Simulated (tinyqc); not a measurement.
Worked calculation: one-electron ion in a basis of Gaussians. One step of it, computed by the program tinyqc.

Question. Generalised eigenproblem. Solve H C = S C e through S^(-1/2); each column has its largest component positive (the first on a tie).

H = T + V (hartree):
```
,1,2,3,4
1,-11.090453,-12.507135,-11.465735,-9.052441
2,-12.507135,-15.269593,-17.195021,-19.204671
3,-11.465735,-17.195021,-0.100167,0.042930
4,-9.052441,-19.204671,0.042930,130.388885
```

S:
```
,1,2,3,4
1,1.000000,0.700484,0.303383,0.110288
2,0.700484,1.000000,0.700504,0.303387
3,0.303383,0.700504,1.000000,0.700491
4,0.110288,0.303387,0.700491,1.000000
```

Give: eigenvalues of S; eigenvalues; coefficients.

Answer.

eigenvalues of S: 0.0999  0.3590  1.0894  2.4517

eigenvalues (hartree): -17.9137  -2.3395  42.5107  293.7790

coefficients:
```
,1,2,3,4
1,0.2385,1.3430,-0.6527,0.2364
2,0.6463,-0.9477,1.6803,-0.7624
3,0.2116,-0.1010,-1.4855,1.5681
4,0.0534,-0.0418,0.0091,-1.5290
```

For Z = 6 and l = 0 the exact lowest level is -Z^2/(2 n^2) with n = l + 1: -18.000000 hartree.
